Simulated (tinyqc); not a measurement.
Time-dependent dielectric breakdown: cell percolation, Weibull statistics, area scaling and voltage extrapolation: one step, computed by the program tinyqc. Command: `OMP_NUM_THREADS=1 python tinyqc.py 3020373 3020374 out.jsonl tddb walk`. One thread of a shared host (Intel(R) Xeon(R) Processor @ 2.30GHz), about 0.01 s of CPU time with the checks.

The oxide is divided into columns of area a^2, each holding m = t_ox/a cells (m is taken as continuous). A share lambda(t) = (t/t_1)^alpha of the cells is defective, and a column whose cells are all defective breaks down.

Question. Weibull parameters from the cell model. Failure fraction F = 1 - (1 - lambda^m)^N with N = A/a^2 columns, which for small lambda^m is 1 - exp(-(t/t63)^beta) with beta = alpha m and t63 = t_1 N^(-1/beta); critical share lambda(t63) = N^(-1/m). 1 um^2 = 1e6 nm^2.

Inputs (values chosen for the exercise, for a model gate oxide):

| quantity | value | unit |
|---|---|---|
| oxide thickness t_ox | 5.2 | nm |
| defect cell size a | 1.4 | nm |
| exponent alpha of defect growth | 0.77 | - |
| time t_1 at which the occupied share would reach 1 | 4.2e+06 | s |
| test area A | 2000 | um^2 |

Give: cells per column m; columns N; Weibull slope beta; characteristic life t63; critical share of defective cells.

Answer.

cells per column m = 3.7143

columns N = 1.0204e+09

Weibull slope beta = 2.86

characteristic life t63 = 2973.9 s

critical share of defective cells = 0.0037546

Times between F = 10 % and 90 % span a factor 2.94: the smaller beta = alpha m, the wider the scatter. Caution: t_1 is an input here; in a real oxide it changes with thickness at fixed voltage.
